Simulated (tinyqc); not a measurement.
Worked calculation: empirical pseudopotential in a few plane waves. One step of it, computed by the program tinyqc.

Problem. Bloch Hamiltonian at k. Basis: the 15 shortest G (labels in 2 pi/a), the same at every k. H(G,G') = c |k + G|^2 delta + VS(|G-G'|^2) cos((G-G').tau) + i VA sin((G-G').tau), tau = a/8 (1,1,1); 1 Ry = 13.605693 eV.

Parameters chosen for this model: fcc lattice, atoms at +/- a/8 (1,1,1); form factors in rydberg at |G|^2 in units of (2 pi/a)^2:
```
parameter                 value      unit
a                      6.190000  angstrom
VS(3)                 -0.220000        Ry
VS(8)                  0.056000        Ry
VS(11)                 0.038000        Ry
VA(3)                         0        Ry
VA(4)                         0        Ry
VA(11)                        0        Ry
hbar^2/2m (2 pi/a)^2   3.925558        eV
```

k point k (2 pi / a): 0.260000  0.440000  -0.490000

Give: H(k) at k.

Solution.

H(k) at k (eV), lower triangle:
```
         +0+0+0   -1-1-1   -1-1+1   -1+1-1   -1+1+1   +1-1-1   +1-1+1   +1+1-1
+0+0+0   1.9679
-1-1-1   2.1165  12.0958
-1-1+1  -2.1165   0.0000   4.4017
-1+1-1  -2.1165   0.0000   0.7619  19.0048
-1+1+1  -2.1165  -0.7619   0.0000   0.0000  11.3107
+1-1-1  -2.1165   0.0000   0.7619   0.7619   0.0000  16.1784
+1-1+1  -2.1165  -0.7619   0.0000   0.0000   0.7619   0.0000   8.4843
+1+1-1  -2.1165  -0.7619   0.0000   0.0000   0.7619   0.0000   0.7619  23.0874
+1+1+1   2.1165   0.0000  -0.7619  -0.7619   0.0000  -0.7619   0.0000   0.0000
-2+0+0   0.0000  -2.1165  -2.1165  -2.1165   2.1165   0.3656  -0.3656  -0.3656
+0-2+0   0.0000  -2.1165  -2.1165   0.3656  -0.3656  -2.1165   2.1165  -0.3656
+0+0-2   0.0000  -2.1165   0.3656  -2.1165  -0.3656  -2.1165  -0.3656   2.1165
+0+0+2   0.0000  -0.3656   2.1165  -0.3656  -2.1165  -0.3656  -2.1165   0.3656
+0+2+0   0.0000  -0.3656  -0.3656   2.1165  -2.1165  -0.3656   0.3656  -2.1165
+2+0+0   0.0000  -0.3656  -0.3656  -0.3656   0.3656   2.1165  -2.1165  -2.1165

         +1+1+1   -2+0+0   +0-2+0   +0+0-2  +0+0+2   +0+2+0   +2+0+0
+1+1+1  15.3933
-2+0+0  -0.3656  13.5875
+0-2+0  -0.3656   0.7619  10.7611
+0+0-2  -0.3656   0.7619   0.7619  25.3642
+0+0+2  -2.1165  -0.7619  -0.7619   0.0000  9.9760
+0+2+0  -2.1165  -0.7619   0.0000  -0.7619  0.7619  24.5791
+2+0+0  -2.1165   0.0000  -0.7619  -0.7619  0.7619   0.7619  21.7527
```
